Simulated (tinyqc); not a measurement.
Strength against creep resistance: grain growth, pinning, strength and diffusional creep of a polycrystal or thin film. Computed by tinyqc, a small Python program. Command: `OMP_NUM_THREADS=1 python tinyqc.py 3014246 3014247 out.jsonl grain walk`. One thread of a shared host (Intel(R) Xeon(R) Processor @ 2.30GHz), about 0.01 s of CPU time with the checks.

One mean grain size d describes the structure.

Inputs (values chosen for the exercise, modelled on gold):
```
quantity,value,unit
atomic volume Omega,16.96,angstrom^3
boundary energy gamma,0.39,J/m^2
mobility prefactor M0,0.00013,m^4/(J s)
activation energy of boundary motion Q_m,1.21,eV
anneal temperature T,528,K
anneal time t,130,s
initial grain size d0,35,nm
particle volume fraction f,0.00022,-
particle radius r,3.7,nm
film thickness h,160,nm
surface energy gamma_s,1.1,J/m^2
Hall-Petch slope k_y,0.075,MPa m^0.5
lattice diffusion energy Q_l,1.88,eV
boundary diffusion energy Q_b,0.883,eV
lattice prefactor D0,5e-05,m^2/s
boundary prefactor delta D0b,6.7e-15,m^3/s
applied stress sigma,250,MPa
service temperature T_c,542,K
```

Sample: thin film on a substrate.

Constants: k_B = 8.617333262e-05 eV/K; k_B = 1.380649e-23 J/K.

Method:
- M = M0 exp(-Q_m/(k_B T)). The driving pressure is 2 gamma/d. Zener pinning pressure 3 f gamma/(2 r) stops growth at d_Z = 4 r/(3 f). Grooves where boundaries meet the surface have the angle theta = arcsin(gamma/(2 gamma_s)) and are taken to stop growth at d_h = h/(2 theta), a few film thicknesses; the limit is 1/d_lim = 1/d_Z + 1/d_h.
- dd/dt = 2 M gamma (1/d - 1/d_lim) integrates to 2 M gamma t = d_lim (d0 - d) + d_lim^2 ln[(d_lim - d0)/(d_lim - d)]; without pinning d^2 = d0^2 + 4 M gamma t.
- Nabarro-Herring rate = 14 sigma Omega D_l/(k_B T d^2), D_l = D0 exp(-Q_l/(k_B T)); Coble rate = 14 pi sigma Omega delta D_b/(k_B T d^3), delta D_b = delta D0b exp(-Q_b/(k_B T)); they are equal at d_x = pi delta D_b/D_l.
- Hall-Petch term k_y/sqrt(d).

crossover size d_x = 784952 micrometre

At T_c and sigma:
```
d (nm),Hall-Petch term (MPa),Nabarro-Herring (1/s),Coble (1/s),time to 1 % (s)
30,433.01,1.4554e-06,3.8081e+01,2.6260e-04
100,237.17,1.3099e-07,1.0282e+00,9.7258e-03
300,136.93,1.4554e-08,3.8081e-02,2.6260e-01
1000,75.00,1.3099e-09,1.0282e-03,9.7258e+00
3000,43.30,1.4554e-10,3.8081e-05,2.6260e+02
10000,23.72,1.3099e-11,1.0282e-06,9.7257e+03
100000,7.50,1.3099e-13,1.0282e-09,9.7246e+06
```

What follows from these numbers?

From 100 micrometre to 30 nm grains the Hall-Petch term grows 58 times, while the time to 1 % strain shrinks by 10.6 decades. Coble creep rules in 7 of the seven rows (d_x is a millimetre or more). Fine grains resist slip but creep fast. The Hall-Petch value at 30 nm is at the edge of that law, and in a film grains much larger than h lose atoms to the surfaces instead. Caution: sigma Omega is not small against k_B T, as the linear creep laws assume. Caution: T_c is above the anneal temperature, so the grains would go on growing in service.

Extremes, crossings and ranges named in words are read from the listed rows.
